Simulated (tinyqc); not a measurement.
# Partial widths from the peak

Inverse problem. A Breit-Wigner resonance has total width G = GL + GR and peak transmission Tp = 4 GL GR/G^2. GL is known to be the larger. Find GL, GR and the lifetime hbar/G.

Constants: q = 1.602176634e-19 C, hbar = 1.054571817e-34 J s. Results are converted to the units shown.

G = 4.1621071 meV
Tp = 0.80718871

Answer. GL and GR have the sum G and the product Tp G^2/4, so they are (G/2)(1 +/- sqrt(1 - Tp)).

GL = 2.995 meV
GR = 1.167 meV
lifetime = 158.1 fs

Numbers from tinyqc (`OMP_NUM_THREADS=1 python tinyqc.py 2600066 2600067 out.jsonl`; about 0.2 s on one thread of a shared Intel Xeon 2.30GHz).
